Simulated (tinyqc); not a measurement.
Extended Hueckel theory, for H3+, step by step. The parameters take no account of the charge, which enters only through the electron count. One step of it, computed by the program tinyqc.

Problem. Wolfsberg-Helmholz matrix. H_ij = K' S_ij (H_ii + H_jj)/2 for i != j (the diagonal keeps H_ii), with K' = K + D^2 + D^4 (1 - K), D = (H_ii - H_jj)/(H_ii + H_jj), K = 1.75.

overlap S, lower triangle:
```
          1H 1s     2H 1s     3H 1s
1H 1s  1.000000
2H 1s  0.577913  1.000000
3H 1s  0.577863  0.578194  1.000000
```

diagonal H_ii (eV): 1H 1s -13.600000, 2H 1s -13.600000, 3H 1s -13.600000

K = 1.750000

Give: H.

Solution.

H (eV), lower triangle:
```
          1H 1s     2H 1s     3H 1s
1H 1s  -13.6000
2H 1s  -13.7543  -13.6000
3H 1s  -13.7531  -13.7610  -13.6000
```
